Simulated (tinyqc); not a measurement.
Worked calculation: extended Hueckel theory, for H4. One step of it, computed by the program tinyqc.

Task: Orbitals. Solve H C = S C e through S^(-1/2); fill by pairs from the bottom, a degenerate level sharing its electrons equally; each orbital has its largest coefficient positive (the first on a tie).

H (eV):
```
            1H 1s       2H 1s       3H 1s       4H 1s
1H 1s  -13.600000  -12.777582   -7.918683   -5.191246
2H 1s  -12.777582  -13.600000   -5.191246   -7.918683
3H 1s   -7.918683   -5.191246  -13.600000  -12.777582
4H 1s   -5.191246   -7.918683  -12.777582  -13.600000
```

overlap S:
```
          1H 1s     2H 1s     3H 1s     4H 1s
1H 1s  1.000000  0.536873  0.332718  0.218120
2H 1s  0.536873  1.000000  0.218120  0.332718
3H 1s  0.332718  0.218120  1.000000  0.536873
4H 1s  0.218120  0.332718  0.536873  1.000000
```

valence electrons = 4

Give: orbital energies; occupations; coefficients; sum of one-electron energies.

Result:

orbital energies (eV): -18.9143  -13.4555  -6.1445  5.4659

occupations: 2.0000  2.0000  0.0000  0.0000

coefficients:
```
          MO1      MO2      MO3      MO4
1H 1s  0.3460   0.5035   0.6578   0.8469
2H 1s  0.3460   0.5035  -0.6578  -0.8469
3H 1s  0.3460  -0.5035   0.6578  -0.8469
4H 1s  0.3460  -0.5035  -0.6578   0.8469
```

sum of one-electron energies = -64.7396 eV
